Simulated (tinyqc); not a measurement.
Inside a calculation. Method: FCI on RHF in the sto-6g basis, for H4, spin multiplicity 1. One step of it, computed by the program tinyqc.

Task: FCI: roots. Diagonalise (each vector has its largest component positive (the first on a tie)); all determinants have Ms = 0, so triplets appear too. The lowest singlet root is the correlation energy.

Occupation strings over the orbitals (2 doubly, a alpha, b beta, 0 empty; spin orbitals ordered 1a 1b 2a 2b ...): 2200 aabb 2020 abab 2002 abba baab 0220 baba 0202 bbaa 0022

H - E(HF) between determinants (hartree):
```
,2200,aabb,2020,abab,2002,abba,baab,0220,baba,0202,bbaa,0022
2200,0.000000,-0.017258,0.092054,-0.089915,0.113852,0.107173,0.107173,0.102476,-0.089915,0.087844,-0.017258,0.000000
aabb,-0.017258,1.061553,0.089915,-0.092054,-0.107173,-0.113852,-0.102476,-0.107173,-0.087844,0.089915,0.000000,-0.017258
2020,0.092054,0.089915,1.021725,0.100767,0.207859,-0.190682,-0.190682,0.191117,0.100767,0.000000,0.089915,0.087844
abab,-0.089915,-0.092054,0.100767,1.244201,0.190682,-0.207859,-0.191117,0.190682,0.000000,0.100767,-0.087844,-0.089915
2002,0.113852,-0.107173,0.207859,0.190682,1.291627,-0.083509,-0.083509,0.000000,0.190682,0.191117,-0.107173,0.102476
abba,0.107173,-0.113852,-0.190682,-0.207859,-0.083509,1.280631,0.000000,-0.083509,-0.191117,-0.190682,-0.102476,0.107173
baab,0.107173,-0.102476,-0.190682,-0.191117,-0.083509,0.000000,1.280631,-0.083509,-0.207859,-0.190682,-0.113852,0.107173
0220,0.102476,-0.107173,0.191117,0.190682,0.000000,-0.083509,-0.083509,1.271086,0.190682,0.207859,-0.107173,0.113852
baba,-0.089915,-0.087844,0.100767,0.000000,0.190682,-0.191117,-0.207859,0.190682,1.244201,0.100767,-0.092054,-0.089915
0202,0.087844,0.089915,0.000000,0.100767,0.191117,-0.190682,-0.190682,0.207859,0.100767,1.479688,0.089915,0.092054
bbaa,-0.017258,0.000000,0.089915,-0.087844,-0.107173,-0.102476,-0.113852,-0.107173,-0.092054,0.089915,1.061553,-0.017258
0022,0.000000,-0.017258,0.087844,-0.089915,0.102476,0.107173,0.107173,0.113852,-0.089915,0.092054,-0.017258,2.199144
```

Give: lowest roots of this matrix, relative to E(HF); lowest vectors; <S^2> of these roots; weight of the ground state by excitation level 0, 1, 2, ....

Result:

lowest roots of this matrix, relative to E(HF) (hartree): -0.0700  0.6355  0.6653  1.0358  1.0608  1.2380  1.2779  1.2875

lowest vectors:
```
,root 1,root 2,root 3,root 4
2200,0.9697,0.0203,0.0000,0.2166
aabb,0.0077,-0.2669,0.4082,0.1346
2020,-0.0991,0.6170,0.0000,0.5806
abab,0.0808,0.1217,0.4082,-0.3439
2002,-0.0910,-0.4011,0.0000,0.2841
abba,-0.0886,0.1452,0.4082,0.2093
baab,-0.0886,0.1452,0.4082,0.2093
0220,-0.0849,-0.4048,0.0000,0.3712
baba,0.0808,0.1217,0.4082,-0.3439
0202,-0.0673,0.2825,0.0000,-0.0178
bbaa,0.0077,-0.2669,0.4082,0.1346
0022,0.0298,-0.0073,0.0000,-0.1915
```

<S^2> of these roots: 0.0000  0.0000  6.0000  0.0000  2.0000  2.0000  0.0000  2.0000

weight of the ground state by excitation level 0, 1, 2, ...: 0.9404  0.0000  0.0587  0.0000  0.0009
